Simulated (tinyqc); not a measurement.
On-chip power grid, static voltage drop by conjugate gradients: two steps of the calculation.

A grid of 4 rows and 4 columns, node k = 4 row + column. Neighbours in a row are joined by Rx, in a column by Ry; pad nodes, which reach the supply through Rp: 0, 15. Each node draws I0, node 4 draws kh I0. The drops u = Vdd - V solve G u = i, with G the conductance matrix (1/Rp added on the diagonal at pad nodes).

Inputs (values chosen for the exercise): supply voltage Vdd = 0.75 V; resistance of a horizontal segment Rx = 0.16 ohm; resistance of a vertical segment Ry = 0.39 ohm; resistance from a pad node to the supply Rp = 0.55 ohm; load current of an ordinary node I0 = 4 mA; factor on the load at the hot node kh = 8.

Problem 1. Conjugate-gradient step. q = G p; a = (r.r)/(p.q); u(new) = u + a p; r(new) = r - a q; b = (r.r)(new)/(r.r); p(new) = r(new) + b p.

u after iteration 1 (mV):

|  | col 0 | col 1 | col 2 | col 3 |
|---|---|---|---|---|
| row 0 | 0.5631108 | 0.5631108 | 0.5631108 | 0.5631108 |
| row 1 | 4.5048865 | 0.5631108 | 0.5631108 | 0.5631108 |
| row 2 | 0.5631108 | 0.5631108 | 0.5631108 | 0.5631108 |
| row 3 | 0.5631108 | 0.5631108 | 0.5631108 | 0.5631108 |

r after iteration 1 (mA):

|  | col 0 | col 1 | col 2 | col 3 |
|---|---|---|---|---|
| row 0 | 13.083279 | 4.000000 | 4.000000 | 4.000000 |
| row 1 | -12.850332 | 28.636098 | 4.000000 | 4.000000 |
| row 2 | 14.107117 | 4.000000 | 4.000000 | 4.000000 |
| row 3 | 4.000000 | 4.000000 | 4.000000 | 2.976162 |

p after iteration 1 (mA):

|  | col 0 | col 1 | col 2 | col 3 |
|---|---|---|---|---|
| row 0 | 17.957322 | 8.874043 | 8.874043 | 8.874043 |
| row 1 | 26.142013 | 33.510141 | 8.874043 | 8.874043 |
| row 2 | 18.981160 | 8.874043 | 8.874043 | 8.874043 |
| row 3 | 8.874043 | 8.874043 | 8.874043 | 7.850205 |

Wanted: q; a; u after iteration 2; r after iteration 2; b; p after iteration 2.

Solution 1.

q (mA S):

|  | col 0 | col 1 | col 2 | col 3 |
|---|---|---|---|---|
| row 0 | 68.4 | -119.9 | 0.0 | 0.0 |
| row 1 | -6.7 | 326.4 | -154.0 | 0.0 |
| row 2 | 70.7 | -126.3 | 0.0 | 2.6 |
| row 3 | -25.9 | 0.0 | 6.4 | 5.2 |

a = 0.1592 ohm

u after iteration 2 (mV):

|  | col 0 | col 1 | col 2 | col 3 |
|---|---|---|---|---|
| row 0 | 3.423 | 1.976 | 1.976 | 1.976 |
| row 1 | 8.668 | 5.899 | 1.976 | 1.976 |
| row 2 | 3.586 | 1.976 | 1.976 | 1.976 |
| row 3 | 1.976 | 1.976 | 1.976 | 1.813 |

r after iteration 2 (mA):

|  | col 0 | col 1 | col 2 | col 3 |
|---|---|---|---|---|
| row 0 | 2.19 | 23.10 | 4.00 | 4.00 |
| row 1 | -11.78 | -23.33 | 28.52 | 4.00 |
| row 2 | 2.84 | 24.12 | 4.00 | 3.58 |
| row 3 | 8.13 | 4.00 | 2.98 | 2.14 |

b = 1.816

p after iteration 2 (mA):

|  | col 0 | col 1 | col 2 | col 3 |
|---|---|---|---|---|
| row 0 | 34.80 | 39.22 | 20.12 | 20.12 |
| row 1 | 35.69 | 37.52 | 44.64 | 20.12 |
| row 2 | 37.32 | 40.23 | 20.12 | 19.70 |
| row 3 | 24.24 | 20.12 | 19.10 | 16.40 |

Problem 2. Worst drop, pad currents and power lost. Pad current u/Rp; worst drop as a share of Vdd; power lost in the grid and pads sum_k i_k u_k; power delivered sum_k i_k (Vdd - u_k).

converged u (mV):

|  | col 0 | col 1 | col 2 | col 3 |
|---|---|---|---|---|
| row 0 | 26.121617 | 29.765607 | 31.487505 | 32.168942 |
| row 1 | 34.201993 | 32.890708 | 32.463630 | 32.269943 |
| row 2 | 32.998626 | 32.300552 | 31.310866 | 30.338831 |
| row 3 | 31.936814 | 30.861199 | 28.555080 | 24.478383 |

Give: worst drop; share of Vdd; pad currents; power lost; power delivered.

Solution 2.

worst drop = 34.202 mV
share of Vdd = 4.5603 %
pad currents (mA): node 0 47.494, node 15 44.506
power lost = 2.9343 mW
power delivered = 66.066 mW

The pad currents add up to the total load, 92.00 mA. The worst drop is at node 4; the hot node is 4.

Numbers from tinyqc (`OMP_NUM_THREADS=1 python tinyqc.py 2770101 2770102 out.jsonl`; about 0.1 s on one thread of a shared Intel Xeon 2.30GHz).
